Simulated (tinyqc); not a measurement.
Strained quantum well: band edges, subbands and transparency, step by step. Values are carried at full precision from step to step, so a last printed digit may differ when a step is redone from the rounded ones.

Growth on (001), barriers unstrained: tr(e) = e (2 - nu2), Z = b e (1 + nu2); Ec = Ev + Eg + ac tr(e), E_HH = Ev + av tr(e) + Z, E_LH = Ev + av tr(e) - Z (coupling to the split-off band left out).

Constants: hbar^2/2m0 = 3.80998211 eV angstrom^2; hc = 1239.841984 eV nm; kB = 8.617333262e-05 eV/K.

Inputs chosen for the exercise (near those of an InGaAs/InP well; not measured data):
```
symbol  value   unit           meaning
e       0.0004                 strain in the plane
nu2     0.997                  2 C12/C11
Eg      0.724   eV             unstrained gap of the well
Ev      -0.594  eV             its valence edge
ac      -6.06   eV
av      1.08    eV             Ev moves by av tr(e)
b       -1.89   eV             shear potential
Egb     1.352   eV             gap of the barrier
Evb     -0.94   eV             its valence edge
L       90      angstrom       well width
me      0.043   m0             electron mass
g1      13.88                  gamma1
g2      5.47                   gamma2
meb     0.08    m0
g1b     5.08
g2b     1.6
T       250     K              temperature
Br      1.5     x 1e-4 cm^2/s  two-dimensional radiative coefficient
```

## Strained band edges and offsets

Give tr(e), Z, the edges Ec, E_HH, E_LH and the well depths against the barrier.

tr(e) = 0.00040
Z = -0.0015 eV

Ec, E_HH, E_LH (eV): [0.1276, -0.5951, -0.5921]

depths for e, HH, LH (eV): [0.2844, 0.3449, 0.3479]

The well is under tension, which puts LH on top, by 3 meV; the gap becomes 0.7196 eV, -4 meV from the unstrained one.

## Subband edges

Masses along z: me, 1/(g1 - 2 g2) for HH, 1/(g1 + 2 g2) for LH, likewise in the barrier; in the plane me, 1/(g1 + g2) for HH and 1/(g1 - g2) for LH (no mixing, which understates the hole masses away from k = 0). Level n solves k L + 2 atan[(k/m)/(kappa/mb)] = n pi, k = sqrt(m E/c), kappa = sqrt(mb (V - E)/c), c = hbar^2/2m0.

Up to three electron, four HH and two LH levels, on the common energy scale, with their masses in the plane.

Subbands:
```
level   E (eV)  m in the plane
e1      0.1739          0.0430
e2      0.3135          0.0430
hh1    -0.6052          0.0517
hh2    -0.6358          0.0517
lh1    -0.6371          0.1189
hh3    -0.6866          0.0517
hh4    -0.7573          0.0517
lh2    -0.7871          0.1189
```

lowest transition = 0.7792 eV
wavelength hc/E = 1591.3 nm

The top hole level is hh1, so the edge is mainly TE polarised; hh2 lies 31 meV lower.

## Transparency density

Transparency (Bernard-Duraffourg): Fc - Fv equals the lowest transition energy with n = p, n = sum m/(2 pi c) kB T ln(1 + exp((Fc - E)/kB T)) and p likewise over the listed subbands; c = hbar^2/2m0, 1/angstrom^2 = 1e16/cm^2.

Solve for u = (Fc - e1)/kB T; give n_tr, the share of holes in the top subband and the current e Br n_tr^2 (e = 1.602177e-19 C).

u = 0.585
n_tr = 0.399 x 1e12/cm^2
share = 0.516
current density = 3.8 A/cm^2

For mirror-image bands u = 0 and n_tr = me kB T ln2/(2 pi c) = 0.268 x 1e12/cm^2; the heavier or more numerous hole states raise it by a factor 1.49.

## Checks

- Transparency for equal single subbands against m kB T ln2/(2 pi c): both 0.3743.

Computed by tinyqc, a small Python program: `OMP_NUM_THREADS=1 python tinyqc.py 1282588 1282589 out.jsonl` (the numbers bound the seed that draws the inputs); one thread of a shared host (Intel(R) Xeon(R) Processor @ 2.30GHz), about 0.02 s for the whole set of steps.
